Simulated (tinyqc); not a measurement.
Gas flow in a process chamber: flow regimes, conductance, effective pumping speed, pump-down, outgassing and purge: one step, computed by the program tinyqc.

Ideal gas, isothermal flow, a pump of constant speed at the end of a round pipe; process gas, volume gas and outgassing are given the same properties. 1 sccm = 101325 Pa x 1e-6 m^3/60 s x T/273.15 K.

Question. Purging a well-mixed chamber. With steady flow a contaminant decays as exp(-t/residence time); gas used = flow x time.

Inputs (values chosen for the exercise, modelled on nitrogen near room temperature): temperature T = 300 K; process gas flow = 130 sccm.

residence time = 0.9888145 s

Give: time to dilute 1e3 times; time to dilute 1e6 times; gas used for 1e6.

Answer.

time to dilute 1e3 times = 6.830 s

time to dilute 1e6 times = 13.66 s

gas used for 1e6 = 29.60 standard cm^3
